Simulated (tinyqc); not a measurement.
Gamma, L and X subbands of a thin body with non-parabolic valleys: one step. Subband edges. Five cases, with inputs chosen for the exercise.

Problem. n = 1 to 8 for each group; list the ten lowest.

Hard walls, flat band, c = hbar^2/2m0, energies from the bulk Gamma edge. For a valley at angle theta to the normal 1/m_z = cos^2/ml + sin^2/mt and m_d = sqrt(ml mt^2/m_z). Subband n starts at E_v + e with e (1 + a e) = c (n pi/t)^2/m_z, and its density-of-states mass is taken as m_d (1 + 2 a e), without further growth at higher in-plane energy. Groups are named by valley and degeneracy.

Constants: hbar^2/2m0 = 3.80998211 eV angstrom^2.

Case 1.

Values chosen (out of a larger set: near those of a thin GaAs channel; not measured data): t = 32 angstrom (body thickness).

Groups:
```
group,g,E_v (eV),m_z,m_d,a (1/eV)
G1,1,0.00000,0.067400,0.067400,0.5800
L1,1,0.27300,1.872000,0.074000,0.6000
L3,3,0.27300,0.082841,0.351773,0.6000
X3,3,0.44800,0.320914,0.461454,0.6000
```

Case 2.

Values chosen (out of a larger set: near those of a thin InAs channel; not measured data): t = 66 angstrom (body thickness).

Groups:
```
group,g,E_v (eV),m_z,m_d,a (1/eV)
G1,1,0.00000,0.026500,0.026500,2.2900
L4,4,0.70900,0.073612,0.151549,0.6800
X1,1,0.99600,1.090000,0.163000,0.6800
X2,2,0.99600,0.163000,0.421509,0.6800
```

Case 3.

Values chosen (out of a larger set: near those of a thin InP channel; not measured data): t = 42 angstrom (body thickness).

Groups:
```
group,g,E_v (eV),m_z,m_d,a (1/eV)
G1,1,0.00000,0.078700,0.078700,0.5900
L4,4,0.54400,0.148521,0.344174,0.7000
X1,1,0.90600,0.880000,0.281000,0.7000
X2,2,0.90600,0.281000,0.497273,0.7000
```

Case 4.

Values chosen (out of a larger set: near those of a thin GaAs channel; not measured data): t = 24 angstrom (body thickness).

Groups:
```
group,g,E_v (eV),m_z,m_d,a (1/eV)
G1,1,0.00000,0.066300,0.066300,0.5700
L4,4,0.28900,0.114565,0.312167,0.4300
X1,1,0.45300,1.336000,0.232000,0.4300
X2,2,0.45300,0.232000,0.556733,0.4300
```

Case 5.

Values chosen (out of a larger set: near those of a thin Ge channel; not measured data): t = 62 angstrom (body thickness).

Groups:
```
group,g,E_v (eV),m_z,m_d,a (1/eV)
G1,1,0.00000,0.037900,0.037900,1.0200
L4,4,-0.17200,0.124074,0.299363,0.5400
X2,2,0.01400,0.876000,0.196000,0.5400
X4,4,0.01400,0.196000,0.414362,0.5400
```

Give: Subbands.

Solution.

Case 1.

Subbands:
```
subband,g,E (eV),DOS mass
L1 n=1,1,0.2924,0.0757
L1 n=2,1,0.3481,0.0807
L1 n=3,1,0.4340,0.0883
G1 n=1,1,0.4351,0.1014
L1 n=4,1,0.5431,0.0980
X3 n=1,3,0.5555,0.5210
L3 n=1,3,0.6368,0.5054
L1 n=5,1,0.6692,0.1092
L1 n=6,1,0.8077,0.1215
X3 n=2,3,0.8219,0.6685
```

The lowest subband is L1 n=1, 56 meV below L1 n=2; in the bulk the lowest valley is Gamma.

Case 2.

Subbands:
```
subband,g,E (eV),DOS mass
G1 n=1,1,0.2175,0.0529
G1 n=2,1,0.5669,0.0953
L4 n=1,4,0.8182,0.1740
G1 n=3,1,0.9340,0.1399
X1 n=1,1,1.0039,0.1647
X1 n=2,1,1.0270,0.1699
X2 n=1,2,1.0472,0.4508
X1 n=3,1,1.0641,0.1781
L4 n=2,4,1.0830,0.2286
X1 n=4,1,1.1134,0.1890
```

The lowest subband is G1 n=1, 349 meV below G1 n=2; in the bulk the lowest valley is Gamma.

Case 3.

Subbands:
```
subband,g,E (eV),DOS mass
G1 n=1,1,0.2376,0.1008
L4 n=1,4,0.6754,0.4075
G1 n=2,1,0.7508,0.1484
X1 n=1,1,0.9298,0.2904
X2 n=1,2,0.9782,0.5475
L4 n=2,4,0.9831,0.5558
X1 n=2,1,0.9971,0.3168
X1 n=3,1,1.0982,0.3566
X2 n=2,2,1.1632,0.6763
X1 n=4,1,1.2232,0.4058
```

The lowest subband is G1 n=1, 438 meV below L4 n=1; in the bulk the lowest valley is Gamma.

Case 4.

Subbands:
```
subband,g,E (eV),DOS mass
X1 n=1,1,0.5009,0.2416
X1 n=2,1,0.6343,0.2682
G1 n=1,1,0.7030,0.1194
X2 n=1,2,0.7067,0.6782
L4 n=1,4,0.7624,0.4393
X1 n=3,1,0.8313,0.3075
X1 n=4,1,1.0707,0.3553
X2 n=2,2,1.2826,0.9539
X1 n=5,1,1.3379,0.4086
X1 n=6,1,1.6232,0.4655
```

The lowest subband is X1 n=1, 133 meV below X1 n=2; in the bulk the lowest valley is Gamma.

Case 5.

Subbands:
```
subband,g,E (eV),DOS mass
L4 n=1,4,-0.0963,0.3239
X2 n=1,2,0.0251,0.1983
X2 n=2,2,0.0576,0.2052
X4 n=1,4,0.0626,0.4361
L4 n=2,4,0.1026,0.3882
X2 n=3,2,0.1096,0.2162
X2 n=4,2,0.1781,0.2307
X4 n=2,4,0.1958,0.4957
G1 n=1,1,0.2122,0.0543
X2 n=5,2,0.2604,0.2482
```

The lowest subband is L4 n=1, 121 meV below X2 n=1; in the bulk the lowest valley is L.

Computed by tinyqc, one run a case: `OMP_NUM_THREADS=1 python tinyqc.py N N+1 out.jsonl` with N = 1280166, 1280398, 1280486, 1280498, 1280812; one thread of a shared Intel(R) Xeon(R) Processor @ 2.30GHz, about 0.07 s a run at most.
